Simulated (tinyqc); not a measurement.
Electron mobility of a polar semiconductor by Rode's iterative solution of the Boltzmann equation. Convergence with the energy grid. Computed by tinyqc, a small Python program. Command: `OMP_NUM_THREADS=1 python tinyqc.py 3029705 3029706 out.jsonl rode sweep`. One thread of a shared host (Intel(R) Xeon(R) Processor @ 2.30GHz), about 0.06 s of CPU time with the checks.

The distribution is f(E) + e F l(E) (-df/dE) cos(theta) for a weak field F, theta counted from the force; l(E) is a mean free path. Elastic processes enter by their momentum rate, polar optical phonons by out- and in-scattering terms. One valley only: where upper valleys lie close, measured mobilities are lower. The density n is prescribed, even where a narrow-gap material would have more intrinsic carriers.

Inputs (values chosen for the exercise, modelled on GaSb):
```
quantity,value,unit
effective mass m,0.0425,m_0
static permittivity eps_s,15.7,-
high-frequency permittivity eps_inf,14.4,-
density rho,5610,kg/m^3
sound velocity v_l,4360,m/s
acoustic deformation potential D_A,7.8,eV
optical phonon energy hbar w,29.6,meV
electron density n,2.4e+14,1/cm^3
compensation ratio C,0,-
temperature T,300,K
iteration cap,200,-
```

Band: parabolic. Elastic processes: acoustic, impurity.

Constants: k_B = 8.617333262e-05 eV/K; m_0 = 9.1093837015e-31 kg; e = 1.602176634e-19 C; hbar = 1.054571817e-34 J s; eps_0 = 8.8541878128e-12 F/m; k_B = 1.380649e-23 J/K; hbar = 6.582119569e-16 eV s.

Method:
- Parabolic band: E = hbar^2 k^2/(2 m), speed v = hbar k/m, states per spin, volume and energy g(E) = m k/(2 pi^2 hbar^2). Masses are multiplied by m_0 and all formulas are in SI units.
- The reduced Fermi level eta = E_F/(k_B T) solves n = 2 Z int g f dE with f = 1/(1 + exp(x - eta)) (Z = 1 unless valleys are given); screening length L_s = sqrt(eps_s eps_0 k_B T/(e^2 dn/deta)), dn/deta = 2 Z int g f (1 - f) dE.
- Integrals over x = E/(k_B T) use 160 Gauss-Legendre points in u = sqrt(x) from 0 to sqrt(max(eta, 0) + 32).
- N_I = n (1 + C)/(1 - C).
- Phonon occupation N_q = 1/(exp(hbar w/(k_B T)) - 1).
- Acoustic deformation potential (elastic, equipartition, absorption and emission together): 1/tau = 2 pi k_B T D_A^2 g(E)/(hbar rho v_l^2).
- Singly charged impurities, momentum relaxation: 1/tau = N_I e^4 m (1 + 2 alpha E) Phi/(8 pi (eps_s eps_0)^2 hbar^3 k^3), with alpha = 0 for a parabolic band.
- Brooks-Herring: Phi = ln(1 + b) - b/(1 + b), b = 4 k^2 L_s^2.
- Polar optical, unscreened: W = e^2 w (1/eps_inf - 1/eps_s) m (1 + 2 alpha E') ln|(k + k')/(k - k')| / (4 pi eps_0 hbar^2 k), times N_q for absorption (E' = E + hbar w) and N_q + 1 for emission (E' = E - hbar w > 0), with alpha = 0 for a parabolic band; mean cosine of the angle <cos> = (k^2 + k'^2)/(2 k k') - 1/ln|(k + k')/(k - k')|.
- Energy grid E_j = (j + 1/2) hbar w/s, j = 0, 1, ..., up to (max(eta, 0) + 18) k_B T, so that E_j +/- hbar w are grid points; l = 0 beyond the grid; integrals are sums times the spacing.
- With f' = f(E'): out-scattering S_o = sum over absorption and emission of W (1 - f')/(1 - f); nu = sum of elastic rates; the in-scattering weights are c+ = W_abs <cos> (1 - f')/(1 - f) for E' = E + hbar w and c- likewise for emission.
- Iteration: l_new(E) = [v(E) + c+ l(E + hbar w) + c- l(E - hbar w)]/(nu + S_o), from l = 0.
- mu = e sum g v l f (1 - f) / (3 k_B T sum g f) over the grid; stop when mu changes by less than 1e-8 of itself.
- Self-energy RTA: l = v/(nu + S_o), the first iteration. Momentum RTA: l = v/(nu + S_o - c+ v(E + hbar w)/v - c- v(E - hbar w)/v), listed only where the denominator is positive on the whole grid. The polar-only value solves the same system with nu = 0; the elastic value takes l = v/nu.

One run for each value:
```
grid points per phonon energy s,mobility mu (cm^2/(V s)),polar-phonon mobility (cm^2/(V s)),elastic mobility (cm^2/(V s))
2,32505,37936,2.439e+05
4,33064,38633,2.475e+05
6,33271,38880,2.486e+05
10,33431,39067,2.494e+05
16,33512,39163,2.497e+05
24,33552,39211,2.498e+05
40,33579,39245,2.499e+05
```

Describe and explain the trends.

Over the rows, mobility mu (cm^2/(V s)) rises from 32500 to 33600 (exponent d ln y / d ln x 0.025 between the first rows and 0.0016 between the last); polar-phonon mobility (cm^2/(V s)) rises from 37900 to 39200 (exponent d ln y / d ln x 0.026 between the first rows and 0.0017 between the last); elastic mobility (cm^2/(V s)) rises from 244000 to 250000 (exponent d ln y / d ln x 0.021 between the first rows and 7.4e-4 between the last). Against the finest grid, mu is off by -3.2 % in the first row and -0.081 % in the last but one.
